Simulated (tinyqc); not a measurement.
# Worked calculation: surface potential of a MOS transistor: implicit equation and explicit approximations

Program tinyqc, `OMP_NUM_THREADS=1 python tinyqc.py 2122012 2122013 out.jsonl`; Intel Xeon 2.30GHz, shared host, one thread, about 0.01 s. Printed values are rounded.

p-type body, charge-sheet picture, depletion and inversion only, full ionisation (an idealisation for deep acceptors), Boltzmann statistics (rough once Na exp(x - xn) passes about Nc/7). In units of Vt: xg = (Vg - Vfb)/Vt, x = psi/Vt, G = gamma/sqrt(Vt), xn = (2 phiF + Vc)/Vt. The implicit equation is (xg - x)^2 = G^2 [x - 1 + exp(x - xn)] for x above about 3. Cox = eps0 eox/tox.

Inputs (values chosen for the exercise); band and dielectric values close to those of silicon:
- T = 400 K (temperature)
- Eg = 1.13 eV (band gap)
- eps_r = 11.8 (relative permittivity)
- Nc = 4.39e19 cm^-3 (conduction-band density of states at T)
- Nv = 4.05e19 cm^-3 (valence-band density of states at T)
- eox = 3.9 (relative permittivity of the gate insulator (close to silicon dioxide))
- tox = 1.7 nm (insulator thickness)
- Na = 1.4e16 cm^-3 (acceptor density)
- Vfb = -0.5 V (flat-band voltage)
- Vc = 0 V (channel-body voltage)
- Vg = 0.11 V (gate-body voltage)

Constants: q = 1.602176634e-19 C, kB = 1.380649e-23 J/K, Vt = kB T/q, eps0 = 8.8541878128e-14 F/cm where lengths are in cm. Results are converted to the units shown.

## Scales

ni = sqrt(Nc Nv) exp(-Eg/(2 Vt)), Eg in volts; phiF = Vt ln(Na/ni); gamma = sqrt(2 q eps0 eps_r Na)/Cox; VT = Vfb + Vt (xn + G sqrt(xn - 1)).

phiF = 0.288890 V
gamma = 0.0337043 V^0.5
G = 0.181538
xn = 16.7622
VT = 0.102623 V
xg = 17.6969

## Explicit approximation

Depletion value a = 1 + [sqrt(G^2/4 + xg - 1) - G/2]^2; inversion value b = xn + ln[(xg - xn)^2/G^2 - xn + 1] and first guess y = min(a, b) - ln(1 + exp(-|a - b|)) if a > xn + 1, else b = y = a; one second-order correction with D = exp(y - xn), p = 2 (xg - y) + G^2 (1 + D), w = (xg - y)^2 - G^2 (y - 1 + D): z = y + 2 w/(p + sqrt(p^2 - 2 (2 - G^2 D) w)), or the Newton step z = y + w/p where the root is not real.

a = 16.9714
b = 16.9714
y = 16.9714
p = 1.52459
w = -0.0406263
z = 16.9452

The root of the implicit equation is x = 16.9452; y misses it by 0.026 and z by -7.7e-8, in units of Vt.

## Starting value

x = a rounded to two decimals.

x at the start = 16.97

## Iteration 1: new x

D = exp(x - xn), f = (xg - x)^2 - G^2 (x - 1 + D), f' = -2 (xg - x) - G^2 (1 + D), x(new) = x - f/f'.

D = 1.23103
f = -0.0385116
f' = -1.52731
x after iteration 1 = 16.9448

## Iteration 2: new x

As before.

D = 1.20037
f = 6.23026e-4
f' = -1.57673
x after iteration 2 = 16.9452

## Iteration 3: new x

As before.

D = 1.20085
f = 1.53046e-7
f' = -1.57595
x after iteration 3 = 16.9452

## Course of the iteration

Stop when the step is below 1e-11, or after 60 iterations.

Course of the iteration:
```
iteration  x before the step      step
1                      16.97   -0.0252
2                    16.9448   3.95e-4
3                    16.9452   9.71e-8
4                    16.9452  3.55e-15
```

Converged in 4 iterations.

## Potential, charges and gate control

converged x = 16.9452

psi = Vt x; N_dep = Cox Vt G sqrt(x - 1)/q; N_inv = (Cox Vt G/q) [sqrt(x - 1 + exp(x - xn)) - sqrt(x - 1)]; dpsi/dVg = 1/[1 + G^2 (1 + exp(x - xn))/(2 (xg - x))].

psi = 0.584089 V
N_dep = 3.16789e11 cm^-2
N_inv = 1.1712e10 cm^-2
dpsi/dVg = 0.953976

psi lies 0.18 Vt above 2 phiF + Vc.
